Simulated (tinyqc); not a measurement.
Koster-Slater impurity in a tight-binding band, by Green functions and by supercells: one step, computed by the program tinyqc. Command: `OMP_NUM_THREADS=1 python tinyqc.py 3001817 3001818 out.jsonl kosterslater walk`. One thread of a shared host (Intel(R) Xeon(R) Processor @ 2.30GHz), about 0.06 s of CPU time with the checks.

One orbital per site, e(k) = -2 t sum cos(k_i) over 3 direction(s), band from -6 t to 6 t, lattice constant 1. One site has the extra energy U. Spin is left out.

Task: The host Green function outside the band. Outside the band G0(E) = (1/pi) int_0^pi dk (2/(pi z)) K(16 t^2/z^2), z = E + 2 t cos k, K the complete elliptic integral with parameter m; 200 Gauss-Legendre points. A bound state solves 1/U = G0(E). Energies: 0.05, 0.2, 0.5, 1, 2, 4 and 8 t beyond the band edge on the side of U, rounded to four digits.

Inputs (values chosen for the exercise, for a model band): hopping t = 0.43 eV; impurity potential U = 2.57 eV.

Lattice: simple cubic.

Give: Scan on the side of U.

Result:

Scan on the side of U:
```
E (eV)  G0 (1/eV)  1/U - G0 (1/eV)
2.601     0.54572         -0.15662
2.666     0.50142         -0.11231
2.795     0.45087         -0.06176
3.010     0.39657         -0.00746
3.440     0.32775          0.06136
4.300     0.24918          0.13993
6.020     0.17163          0.21747
```

G0 stays finite at the band edge, 0.252731/t in size, so binding needs |U| > 3.957 t.
